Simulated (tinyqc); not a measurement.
Single-domain magnet: Stoner-Wohlfarth switching, Neel-Arrhenius retention, LLG dynamics and spin torque: one step, computed by the program tinyqc. Command: `OMP_NUM_THREADS=1 python tinyqc.py 3030796 3030797 out.jsonl macro walk`. One thread of a shared host (Intel(R) Xeon(R) Processor @ 2.30GHz), about 0.02 s of CPU time with the checks.

The moment is uniform, with unit vector m; z is the easy axis. mu_0 = 1.25663706212e-6 T m/A, gamma = 1.76085963023e11 rad/(s T).

Task: Effective anisotropy. N_z = [p ln(p + sqrt(p^2 - 1))/sqrt(p^2 - 1) - 1]/(p^2 - 1); V = pi d^3 p/6; K_eff = K_u + K_shape, K_shape = -(mu_0 M_s^2/4)(3 N_z - 1); mu_0 H_K = 2 K_eff/M_s.

Inputs (values chosen for the exercise, for a model magnet):
```
quantity                      value    unit
saturation magnetisation M_s    496    kA/m
diameter d                       14      nm
aspect ratio p                  2.3       -
bulk anisotropy K_u             250  kJ/m^3
```

Shape: prolate spheroid, easy axis along it.

Give: demagnetising factor N_z; volume V; K_shape; K_eff; anisotropy field mu_0 H_K.

Result:

demagnetising factor N_z = 0.1487

volume V = 3305 nm^3

K_shape = 42.81 kJ/m^3

K_eff = 292.8 kJ/m^3

anisotropy field mu_0 H_K = 1.181 T

Shape gives 15 % of K_eff.
